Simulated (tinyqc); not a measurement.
The same layer on three faces: model-solid line-up of a strained alloy layer on a substrate.

All values of the alloy are linear in x but the gap, Eg(x) = (1 - x) Eg_A + x Eg_B - C x (1 - x), and the valence edge, Ev(x) = (1 - x) Ev_A + x Ev_B + fv C x (1 - x); Ec = Ev + Eg. Ev is the top of the unstrained valence band on a scale common to all materials. In the layer only the Gamma valley of the conduction band is followed, also where an X or L valley would lie lower.

Coherent growth: e_par = (a_s - a)/a. (001): e_perp = -2 (C12/C11) e_par; exx = eyy = e_par, ezz = e_perp, no shear. (111): e_perp = -(2 C11 + 4 C12 - 4 C44)/(C11 + 2 C12 + 4 C44) e_par; exx = eyy = ezz = (2 e_par + e_perp)/3 and exy = eyz = ezx = (e_perp - e_par)/3. (110): e_perp = -(C11 + 3 C12 - 2 C44)/(C11 + C12 + 2 C44) e_par; exx = eyy = (e_par + e_perp)/2, ezz = e_par, exy = (e_perp - e_par)/2, eyz = ezx = 0.

Strained edges: Ec + ac tr(e); the valence edges are Ev plus the levels of the 6 x 6 matrix of X, Y, Z times spin with -Dso/3 + l exx + m (eyy + ezz) on the diagonal (cyclic), n exy off it, l = av + 2 b, m = av - b, n = sqrt(3) d. Spin-orbit term (Dso/3) L.sigma on X, Y, Z with (L_k)_ij = -i epsilon_kij: <X+|H|Y+> = -i Dso/3, <X+|H|Z-> = Dso/3, <Y+|H|Z-> = -i Dso/3, <Z+|H|X-> = -Dso/3, <Z+|H|Y-> = i Dso/3, <X-|H|Y-> = i Dso/3, and their conjugates; + and - are the spin along z.

Inputs chosen for the exercise (A near GaP, B near GaAs, substrate near GaAs; shifted at random, so the results belong to these values and not to a real crystal):
- a = (5.451, 5.661) angstrom (lattice constant of A, B)
- Eg = (2.878, 1.503) eV (gap at Gamma to the s-like level of A, B)
- Dso = (0.079, 0.336) eV (spin-orbit splitting of A, B)
- Ev = (-1.28, -0.8) eV (top of the unstrained valence band of A, B)
- ac = (-8.08, -7.1) eV (conduction deformation potential of A, B)
- av = (1.7, 1.16) eV (valence hydrostatic potential of A, B)
- b = (-1.62, -2.01) eV (tetragonal shear potential of A, B)
- d = (-4.65, -4.73) eV (trigonal shear potential of A, B)
- C11 = (141.2, 123.8) GPa (of A, B)
- C12 = (62.1, 55.8) GPa (of A, B)
- C44 = (70.3, 59.3) GPa (of A, B)
- C = 0.219 eV (bowing of the gap)
- fv = 0 (share of the bowing taken by the valence edge)
- a_s = 5.661 angstrom (substrate)
- x = 0.63 (fraction of B)

Composition and substrate are kept.

Cases:

| face |
|---|
| (001) |
| (111) |
| (110) |

Rank the cases by gap (eV), lowest first.

Answer: (111), (110), (001).

Results:

| face | e_perp (%) | tr(e) (%) | shift of Ec (meV) | shift of Ev (meV) | valence splitting (meV) | gap (eV) |
|---|---|---|---|---|---|---|
| (001) | -1.242 | 1.541 | -115.0 | 85.9 | 114.1 | 1.7598 |
| (111) | -0.667 | 2.117 | -158.0 | 104.4 | 131.4 | 1.6984 |
| (110) | -0.786 | 1.998 | -149.1 | 100.7 | 127.4 | 1.7109 |

The layer yields most along the normal on (001) and least on (111), so the volume change, and with it the shift of Ec, is largest on (111). The valence splitting, set by b on (001), by d on (111) and by both on (110), is largest on (111). The gaps span 61 meV, from (111) to (001).

Computed by tinyqc, a small Python program: `OMP_NUM_THREADS=1 python tinyqc.py 1080715 1080716 out.jsonl` (the numbers bound the seed that draws the inputs); one thread of a shared host (Intel(R) Xeon(R) Processor @ 2.30GHz), about 0.02 s for the whole set of steps.
